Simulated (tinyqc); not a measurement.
Shallow acceptor in the spherical model (Baldereschi-Lipari), strong spin-orbit limit: one step, computed by the program tinyqc.

The 1S(3/2) state has an s envelope f(r) and a d envelope g(r). In effective units they obey -(f'' + 2f'/r + 2f/r) + mu (g'' + 5g'/r + 3g/r^2) = E f and -(g'' + 2g'/r - 6g/r^2 + 2g/r) + mu (f'' - f'/r) = E g. The cubic term, the split-off band and the central cell are left out.

Question. Effective units and couplings. Ry* = Ry/(gamma_1 eps^2), a* = a_0 eps gamma_1, mu = (6 gamma_3 + 4 gamma_2)/(5 gamma_1), delta = (gamma_3 - gamma_2)/gamma_1; spherical masses 1/(gamma_1 (1 - mu)) (heavy) and 1/(gamma_1 (1 + mu)) (light).

Inputs (values chosen for the exercise, for a model semiconductor): Luttinger gamma_1 = 9.66; Luttinger gamma_2 = 1.87; Luttinger gamma_3 = 3.59; dielectric constant eps = 16.5.

Constants: Ry = 13.605693123 eV; a_0 = 0.529177210903 angstrom.

Give: Ry*; a*; mu; delta; heavy-hole mass; light-hole mass.

Answer.

Ry* = 5.173 meV

a* = 84.35 angstrom

mu = 0.6008

delta = 0.1781

heavy-hole mass = 0.2593 m_0

light-hole mass = 0.06467 m_0

Caution: gamma_3 and gamma_2 differ by more than 0.17 gamma_1: band warping, left out here, adds several per cent to the binding.
